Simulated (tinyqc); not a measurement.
Resistance of a source-drain extension with a graded tip: one step of the calculation.

y runs along the channel, the gate covers y > 0. The doping is N0 for y < y0 and N0 10^(-(y - y0)/la) beyond, uniform over the depth xj. Sheet conductance s(y) = q mu(N) max(N - Nch, 0) xj + (for y > 0) ma Cox Vo, with mu(N) = u0 + (u1 - u0)/(1 + (N/Nr)^au) and Cox = eps0 eox/tox. Current is taken as one-dimensional; depletion of the tip, spreading and the contact are left out. The metallurgical junction lies at yj, where N = Nch.

Question. Resistance of the overlapped part. Midpoint rule on 11 equal steps from 0 to yj: R_ov = sum h/s(y), per width.

Values chosen for this exercise; mobility law close to that of electrons in silicon: relative permittivity of the gate insulator (close to silicon dioxide) eox = 3.9; insulator thickness tox = 3 nm; active doping of the extension far from the gate N0 = 2.5e20 cm^-3; lateral abruptness la = 4.9 nm/decade; position under the gate where the fall begins (gate edge at 0) y0 = 1.1 nm; depth of the extension xj = 29 nm; channel doping Nch = 3.6e17 cm^-3; gate overdrive Vo = 0.5 V; mobility of the gate-induced layer ma = 85 cm^2/(V s); mobility at low doping u1 = 1414 cm^2/(V s); mobility at high doping u0 = 68.5 cm^2/(V s); reference doping Nr = 9.2e16 cm^-3; exponent au = 0.711.

Constants: q = 1.602176634e-19 C, eps0 = 8.8541878128e-14 F/cm where lengths are in cm. Results are converted to the units shown.

Wanted: y; N; doped conductance; sheet resistance; R_ov.

Answer.

```
point	y (nm)	N (cm^-3)	doped conductance (uS)	sheet resistance (ohm/square)
0	0.6829	2.500e20	8508	116.9
1	2.049	1.601e20	5577	177.8
2	3.415	8.425e19	3078	319.8
3	4.780	4.434e19	1736	560.3
4	6.146	2.334e19	1006	947.5
5	7.512	1.228e19	602.4	1535
6	8.878	6.466e18	371.4	2379
7	10.24	3.403e18	232.5	3554
8	11.61	1.791e18	142.2	5232
9	12.98	9.428e17	77.02	7940
10	14.34	4.962e17	24.07	1.370e4
```

R_ov = 49.80 ohm um

tinyqc, about 0.06 s, one thread, Intel Xeon 2.30GHz (shared host): `OMP_NUM_THREADS=1 python tinyqc.py 2282204 2282205 out.jsonl`
